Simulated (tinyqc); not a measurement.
Changing the backscatter range beta: electron-beam lithography: double-Gaussian proximity function, edge placement and dose correction for parallel lines. Computed by tinyqc, a small Python program. Command: `OMP_NUM_THREADS=1 python tinyqc.py 3111602 3111603 out.jsonl proximity sweep`. One thread of a shared host (Intel(R) Xeon(R) Processor @ 2.30GHz), about 0.01 s of CPU time with the checks.

Lines are infinitely long. Absorbed energy is counted so that the middle of a very large area written at dose 1 receives 1; the resist develops where it exceeds 1/2.

Inputs (values chosen for the exercise, of the order of those for 50 keV electrons in resist on silicon): forward range alpha = 0.017 micrometre; backscatter ratio eta = 1.

line widths (micrometre): [0.043, 0.066, 0.12, 0.08, 2.5]

gaps between the lines (micrometre): [2, 0.59, 0.19, 0.15]

Method:
- The first line starts at x = 0; each next one starts after the width and the gap.
- f(r) = [exp(-r^2/alpha^2)/alpha^2 + eta exp(-r^2/beta^2)/beta^2]/(pi (1 + eta)). A line from a to b at dose d gives E(x) = d [S(alpha) + eta S(beta)]/(1 + eta), S(s) = [erf((b - x)/s) - erf((a - x)/s)]/2.
- M_ij is the mean of E at the two edges of line i from line j at dose 1.
- Uncorrected edge energies are M 1. Solve M d = 1/2 for the doses d that put the mean edge energy of every line at the threshold.

One run for each value:
```
backscatter range beta (micrometre),largest over smallest dose
1.2,2.0278
2.2,1.8577
4.1,1.3950
7.4,1.1039
24.0,1.0040
44.0,1.0010
79.0,1.0005
```

Give the missing row, backscatter range beta (micrometre) = 13.0.

Computed row:
```
backscatter range beta (micrometre)  largest over smallest dose
13.0                                                     1.0224
```

Interpolating between the two neighbouring rows (the first column on a logarithmic scale, the others too where they are positive) misses most in largest over smallest dose, by 3.2 %. Over the rows, largest over smallest dose falls from 2.03 to 1.00 (exponent d ln y / d ln x -0.14 between the first rows and -8.6e-4 between the last).

Extremes, crossings and ranges named in words are read from the listed rows.
